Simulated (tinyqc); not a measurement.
Forward curve with series resistance: current of a Schottky diode by thermionic-emission-diffusion theory, and its read-back from I-V-T and C-V data. Computed by tinyqc, a small Python program. Command: `OMP_NUM_THREADS=1 python tinyqc.py 3013852 3013853 out.jsonl schottky walk`. One thread of a shared host (Intel(R) Xeon(R) Processor @ 2.30GHz), about 0.01 s of CPU time with the checks.

Full ionisation, no tunnelling, no recombination current. V is the voltage across the junction itself, forward positive.

Inputs (values chosen for the exercise, modelled on n-type amorphous oxide):
```
quantity                                     value           unit
Richardson constant A*                        38.8   A/(cm^2 K^2)
effective density of states at 300 K, N_c  4.8e+18         1/cm^3
permittivity eps                                10              -
mobility mu                                     12     cm^2/(V s)
barrier without image force phi_0 (mean)     0.849             eV
doping N                                   1.4e+16         1/cm^3
series resistance R_s                         0.17  milliohm cm^2
junction voltage V                            0.43              V
temperature T                                  250              K
standard deviation sigma                        76            meV
relative change of sigma^2 with bias, rho      0.3            1/V
```

Barrier: Gaussian spread of heights.

Constants: k_B = 8.617333262e-05 eV/K; e = 1.602176634e-19 C; eps_0 = 8.8541878128e-12 F/m.

Method:
- N_c(T) = N_c (T/300 K)^(3/2); V_bi = phi_0 - (k_B T/e) ln(N_c(T)/N); surface field F = sqrt(2 e N (V_bi - V - k_B T/e)/(eps eps_0)); image lowering d_phi = sqrt(e F/(4 pi eps eps_0)); effective barrier phi = phi_0 - d_phi - sigma^2 (1 - rho V)/(2 k_B T).
- Collection velocity v_R = A* T^2/(e N_c(T)); diffusion velocity v_D = mu F; J = e N_c(T) v_R/(1 + v_R/v_D) exp(-phi/k_B T) [exp(e V/k_B T) - 1].
- Terminal voltage V + J R_s; apparent ideality from neighbouring rows, (e/k_B T) dV_terminal/d ln J.

built-in voltage V_bi = 0.729137 V

Forward curve; the last column belongs to the interval up to the next row:
```
V (V)  J (A/cm^2)  terminal voltage (V)  apparent n
0.172  9.3193e-06                0.1720      1.0779
0.238  1.5986e-04                0.2380      1.0834
0.305  2.8216e-03                0.3050      1.0908
0.371  4.6819e-02                0.3710      1.1033
0.438  7.8873e-01                0.4381      1.1521
0.505  1.2729e+01                0.5072      1.6534
0.571  1.8289e+02                0.6021      7.8120
0.638  2.2915e+03                1.0276           -
```

The resistance takes over where J R_s exceeds k_B T/e, at J = 127 A/cm^2; the apparent ideality climbs from 1.08 to 7.81, so barrier and n must be read below that current.
